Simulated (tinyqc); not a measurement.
Heat flow across a film from the phonon Boltzmann equation in the relaxation-time approximation: one step, computed by the program tinyqc. Command: `OMP_NUM_THREADS=1 python tinyqc.py 3006705 3006706 out.jsonl slabbte walk`. One thread of a shared host (Intel(R) Xeon(R) Processor @ 2.30GHz), about 0.01 s of CPU time with the checks.

Two black walls, hot at x = 0 and cold at x = L, emit phonons isotropically. For one free path Lambda, with tau = x/Lambda, tau_L = L/Lambda and phi = (T - T_cold)/Delta T, energy balance gives phi(tau) = (1/2) [E2(tau) + int_0^tau_L phi(s) E1(|tau - s|) ds]; E_n are the exponential integrals. The flux over the ballistic flux C v Delta T/4 is psi = 1 - 2 int_0^tau_L phi(s) E2(s) ds, and kappa_eff/kappa = (3/4) tau_L psi. kappa = C v Lambda/3 is an input, so at fixed kappa a longer free path means a smaller C v.

Task: The small linear system for Lambda_1. Cut the film into n equal cells with constant phi, collocated at the centres c_i: the kernel integrates to A_ij = |E2(|c_i - e_j|) - E2(|c_i - e_(j+1)|)|/2 for cell edges e_j, and A_ii = 1 - E2(half a cell); solve (1 - A) phi = E2(c)/2; psi = 1 - 2 sum_j phi_j [E3(e_j) - E3(e_(j+1))].

Inputs (values chosen for the exercise, modelled on sapphire): film thickness L = 100 nm; free path Lambda_1 = 19 nm; cells n in the small system = 6.

Give: optical thickness tau_L; 1 - A; right-hand side E2(c)/2; flux weights E3(e_j) - E3(e_(j+1)).

Result:

optical thickness tau_L = 5.2632

1 - A, lower triangle (symmetric):
```
,1,2,3,4,5,6
1,0.36345
2,-0.13456,0.36345
3,-0.03254,-0.13456,0.36345
4,-0.00974,-0.03254,-0.13456,0.36345
5,-0.00318,-0.00974,-0.03254,-0.13456,0.36345
6,-0.00109,-0.00318,-0.00974,-0.03254,-0.13456,0.36345
```

right-hand side E2(c)/2: [0.18173, 0.047166, 0.014622, 0.0048829, 0.0017018, 6.1010e-04]

flux weights E3(e_j) - E3(e_(j+1)): [0.37030, 0.088692, 0.027117, 0.0089994, 0.0031254, 0.0011178]
